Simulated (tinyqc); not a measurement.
Cooling rate: nucleation and growth of vacancy voids in a cooling silicon-like crystal. Computed by tinyqc, a small Python program. Command: `OMP_NUM_THREADS=1 python tinyqc.py 3006720 3006721 out.jsonl voids walk`. One thread of a shared host (Intel(R) Xeon(R) Processor @ 2.30GHz), about 0.3 s of CPU time with the checks.

Spherical voids; vacancies are lost only to voids.

Inputs (values chosen for the exercise, for a model crystal): vacancy density at the melting point C_m = 4.2e+14 1/cm^3; formation energy E_f = 3.72 eV; melting point T_m = 1685 K; diffusion prefactor D0 = 0.0018 cm^2/s; migration energy E_m = 0.44 eV; site density rho = 5e+22 1/cm^3; void surface energy gamma = 0.972 J/m^2; cooling rate q = 12 K/min; vacancy excess C0 = 1.8e+13 1/cm^3; temperature step = 0.25 K.

Vacancy supply: given.

Constants: k_B = 8.617333262e-05 eV/K; k_B = 1.380649e-23 J/K.

Method:
- C = C0 as given.
- C_e = C_m exp[-(E_f/k_B)(1/T - 1/T_m)]; D = D0 exp(-E_m/(k_B T)); f = k_B T ln(C/C_e); r* = 2 gamma/(rho f); W* = 16 pi gamma^3/(3 rho^2 f^2); Z = f/sqrt(12 pi W* k_B T); I = rho Z (4 pi r* D C) exp(-W*/(k_B T)).
- March down from 1500 K in steps dT, dt = dT/q, with values at the upper end of each step: a class of I dt voids is born with r*; then all classes grow by r^2 += 2 D (C - C_e) dt/rho; C falls by the vacancies added to voids. Stop at 1150 K. T_n is the T of the largest I, N the final count (classes under 1e-6 /cm^3 are dropped), and the mean radius the number average.

initial excess C = 1.80e+13 1/cm^3

At fixed C:
```
q (K/min)  T_n (K)  N (1/cm^3)  mean radius (nm)
1.2        1284.25  9.6896e+05            44.142
3.0        1278.50  3.7836e+06            28.003
6.0        1273.75  1.0603e+07            19.845
12.0       1269.00  2.9705e+07            14.063
24.0       1263.75  8.3165e+07             9.967
48.0       1258.00  2.3249e+08             7.066
120.0      1250.00  9.0070e+08             4.490
```

Over the rows N goes as q^1.48 and the radius as q^-0.50, near the 3/2 and -1/2 of the scaling argument (depletion time 1/(4 pi N r D) equal to the time in the nucleation range, at fixed N r^3). T_n drops only 34 K for a factor 100 in q. Fast cooling gives many small voids, which an anneal can dissolve.

Extremes, crossings and ranges named in words are read from the listed rows.
